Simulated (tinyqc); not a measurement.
The Goldsmid-Sharp estimate against doping: two-band model of a narrow-gap semiconductor with electrons and holes. Computed by tinyqc, a small Python program. Command: `OMP_NUM_THREADS=1 python tinyqc.py 3004583 3004584 out.jsonl bipolar sweep`. One thread of a shared host (Intel(R) Xeon(R) Processor @ 2.30GHz), about 0.3 s of CPU time with the checks.

Two parabolic bands with acoustic scattering (r = -1/2, a = 0), a gap that does not change with T, and fully ionised dopants. Melting is ignored, so values above the melting point are formal, and kappa_L does not change with T. eta_n = (E_F - E_c)/(k_B T), eta_p = -eta_n - E_g/(k_B T).

Inputs (values chosen for the exercise, modelled on Mg2Si):
```
quantity                              value        unit
electron mass m_n                      0.87         m_0
hole mass m_p                           1.6         m_0
electron mobility parameter mu_300,n    300  cm^2/(V s)
hole mobility parameter mu_300,p         47  cm^2/(V s)
temperature exponent p                  1.5           -
band gap E_g                           0.67          eV
lattice thermal conductivity kappa_L    4.4     W/(m K)
```

Doping: n-type.

Constants: k_B = 8.617333262e-05 eV/K; m_0 = 9.1093837015e-31 kg; k_B = 1.380649e-23 J/K; hbar = 1.054571817e-34 J s; e = 1.602176634e-19 C.

Method:
- With x = E/(k_B T), a = alpha k_B T (0 for a parabolic band), G = x (1 + a x), D = 1 + 2 a x and <y> = int y f (1 - f) dx, f = 1/(1 + exp(x - eta)): tau = tau_0 G^r/D; transport function s = G^(3/2 + r)/D^2; n = N_0 <G^(3/2)> with N_0 = (2 m k_B T)^(3/2)/(3 pi^2 hbar^3).
- Integrals over x = E/(k_B T) use 160 Gauss-Legendre points in u = sqrt(x) from 0 to sqrt(max(eta, 0) + 32).
- sigma = e mu_0 N_0 <s> with mu_0 = e tau_0/m = mu_300 (T/300 K)^(-p); |S| = (k_B/e)(<x s>/<s> - eta); Lorenz number L = (k_B/e)^2 (<x^2 s>/<s> - (<x s>/<s>)^2); kappa_e = L sigma T; zT = S^2 sigma T/(kappa_L + kappa_e).
- Neutrality: n - p = N, with n = N_0(m_n) <x^(3/2)> at eta_n and p = N_0(m_p) <x^(3/2)> at eta_p.
- Both bands together (these totals replace the one-band zT): sigma = sigma_n + sigma_p; S = (sigma_p |S_p| - sigma_n |S_n|)/sigma; kappa_bip = (sigma_n sigma_p/sigma)(|S_n| + |S_p|)^2 T; kappa_e = (L_n sigma_n + L_p sigma_p) T; zT = S^2 sigma T/(kappa_L + kappa_e + kappa_bip); weak-field R_H = (r_p sigma_p^2/p - r_n sigma_n^2/n)/(e sigma^2), where the Hall factors r_n and r_p are <x^(3/2)> <x^(1/2)>/<s>^2.
- T_max maximises |S| of the majority sign between 150 and 1200 K; the Goldsmid-Sharp estimate is E_g = 2 e |S_max| T_max.

One run for each value:
```
net doping N (1/cm^3)  T_max (K)  |S_max| (microvolt/K)  estimate over true gap
8.40e+17                     603                  528.6                   0.952
1.80e+18                     675                  476.6                   0.960
3.90e+18                     765                  425.4                   0.971
8.40e+18                     879                  376.4                   0.988
1.80e+19                    1029                  330.1                   1.014
```

What does the table show?

Over the rows, T_max (K) rises from 603 to 1030 (exponent d ln y / d ln x 0.15 between the first rows and 0.21 between the last); |S_max| (microvolt/K) falls from 529 to 330 (exponent d ln y / d ln x -0.14 between the first rows and -0.17 between the last); estimate over true gap rises from 0.952 to 1.01 (exponent d ln y / d ln x 0.011 between the first rows and 0.034 between the last).  Left out: 3.90e19, 8.40e19 (no maximum of |S| between 150 and 1200 K).

Extremes, crossings and ranges named in words are read from the listed rows.
